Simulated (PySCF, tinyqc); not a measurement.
Worked calculation: CISD on RHF in the 3-21g basis, for H2, spin multiplicity 1. The lowest restricted solution is unstable here: a spin-polarised one lies 0.0135 hartree lower (PySCF). One step of it, computed by the program tinyqc.

Problem. CISD: roots. Diagonalise (each vector has its largest component positive (the first on a tie)); all determinants have Ms = 0, so triplets appear too. The lowest singlet root is the correlation energy.

Occupation strings over the orbitals (2 doubly, a alpha, b beta, 0 empty; spin orbitals ordered 1a 1b 2a 2b ...): 2000 a00b b00a 0200 0ab0 0ba0 0020 0002

H - E(HF) between determinants (hartree):
```
,2000,a00b,b00a,0200,0ab0,0ba0,0020,0002
2000,0.000000,0.000000,0.000000,0.143248,-0.071374,0.071374,0.079853,0.077146
a00b,0.000000,1.238759,-0.077146,0.060770,-0.163928,0.070966,0.114320,0.030989
b00a,0.000000,-0.077146,1.238759,-0.060770,0.070966,-0.163928,-0.114320,-0.030989
0200,0.143248,0.060770,-0.060770,0.480744,0.068435,-0.068435,0.087039,0.066138
0ab0,-0.071374,-0.163928,0.070966,0.068435,1.439472,-0.087039,0.014971,-0.100266
0ba0,0.071374,0.070966,-0.163928,-0.068435,-0.087039,1.439472,-0.014971,0.100266
0020,0.079853,0.114320,-0.114320,0.087039,0.014971,-0.014971,2.457789,0.229722
0002,0.077146,0.030989,-0.030989,0.066138,-0.100266,0.100266,0.229722,2.523754
```

Give: lowest roots of this matrix, relative to E(HF); lowest vectors; <S^2> of these roots; weight of the ground state by excitation level 0, 1, 2, ....

Solution.

lowest roots of this matrix, relative to E(HF) (hartree): -0.0525  0.4966  1.1238  1.1646  1.3902  1.6582  2.2793  2.7584

lowest vectors:
```
,root 1,root 2,root 3,root 4
2000,0.9578,0.2795,0.0000,-0.0310
a00b,0.0243,-0.0822,0.6550,0.5883
b00a,-0.0243,0.0822,0.6550,-0.5883
0200,-0.2721,0.9469,0.0000,0.1584
0ab0,0.0579,-0.0658,0.2663,0.3629
0ba0,-0.0579,0.0658,0.2663,-0.3629
0020,-0.0225,-0.0380,0.0000,-0.1287
0002,-0.0158,-0.0412,0.0000,0.0425
```

<S^2> of these roots: 0.0000  0.0000  2.0000  0.0000  2.0000  0.0000  0.0000  0.0000

weight of the ground state by excitation level 0, 1, 2, ...: 0.9173  0.0012  0.0815
